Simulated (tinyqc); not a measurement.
## MOSFET in the linear regime without short-channel effects, parameter extraction from computed curves: extraction methods against the drawn gate length

Inversion charge Q = Cox n Vt W0(exp((Vg - VT)/(n Vt))), W0 the Lambert function and n = nf; u = Q/Cox; mobility mu = mu0/(1 + th1 u + th2 u^2); channel resistance Rch = (L - dL)/(W mu Q); Id = Vd/(Rch + Rsd/W). Cox = eps0 eox/tox. Small Vd, no channel-length or drain effects.

From the continuous curve Id(Vg): tangent at peak gm (V_ext = Vg - Id/gm); constant current Id = 0.1 uA W/L; peak of d2Id/dVg2; Y = Id/sqrt(gm) drawn through Vg = VT + 0.6 and VT + 0.8 V, with intercept VT_Y and slope s. Mobilities gm,max L/(W Cox Vd) and s^2 L/(W Cox Vd) with the drawn L. Last column: share of Rsd/W in the total resistance at VT + 0.8 V.

Values chosen for this exercise; channel values of the order met in silicon transistors: temperature T = 400 K; relative permittivity of the gate insulator (close to silicon dioxide) eox = 3.9; insulator thickness tox = 4.6 nm; low-field mobility mu0 = 460 cm^2/(V s); first mobility attenuation factor th1 = 0.78 1/V; second mobility attenuation factor th2 = 0.03 1/V^2; threshold voltage VT = 0.58 V; body factor nf = 1.26; gate width W = 0.5 um; drawn less effective length dL = 0.016 um; source plus drain resistance Rsd = 96 ohm um; drain voltage Vd = 0.01 V.

Constants: q = 1.602176634e-19 C, kB = 1.380649e-23 J/K, Vt = kB T/q, eps0 = 8.8541878128e-14 F/cm where lengths are in cm. Results are converted to the units shown.

Extraction methods against the drawn gate length:
columns A: L (um); B: V_ext (V); C: constant current (V); D: second derivative (V); E: VT_Y (V); F: mobility from gm (cm^2/(V s)); G: mobility from Y (cm^2/(V s)); H: series share (%)
```
A          B      C      D      E    F    G      H
0.03   0.532  0.545  0.547  0.633  408  883   51.1
0.062  0.551  0.573  0.557  0.633  327  555   24.1
0.13   0.560  0.584  0.560  0.633  303  470   11.4
0.27   0.564  0.589  0.562  0.633  293  438   5.44
0.56   0.566  0.591  0.562  0.633  289  424   2.61
1.2    0.567  0.592  0.563  0.633  287  418   1.22
2.4    0.567  0.593  0.563  0.633  286  415  0.609
5      0.567  0.593  0.563  0.633  286  413  0.292
```

The model has VT = 0.58 V and mu0 = 460 cm^2/(V s). Over the table the extracted thresholds move by 35 mV (tangent), 47 mV (constant current), 16 mV (second derivative), under 0.5 mV (Y function). The mobility from gm falls from 408 to 286 and that from Y falls from 883 to 413 cm^2/(V s).

Program tinyqc, `OMP_NUM_THREADS=1 python tinyqc.py 2210005 2210006 out.jsonl`; Intel Xeon 2.30GHz, shared host, one thread, about 0.01 s.
